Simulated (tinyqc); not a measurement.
## Gate sheet resistance from two finger widths

Inverse problem. At low frequency R = Rsh Wf/(3 L) + B/Wf, where B collects the channel and vertical terms. Find Rsh, B and the width of lowest R.

Values chosen for this exercise: channel length L = 0.57 um.

input resistance of single fingers, contacted at one end, of width 0.66 and 9.7 um (ohm): [183.36204, 35.061193]

Solution. R Wf is a straight line in Wf^2; the minimum of R lies where both terms are equal.

Rsh = 4.000 ohm/square
B = 120.0 ohm um
width of lowest R = 7.162 um

Program tinyqc, `OMP_NUM_THREADS=1 python tinyqc.py 2262090 2262091 out.jsonl`; Intel Xeon 2.30GHz, shared host, one thread, about 0.01 s.
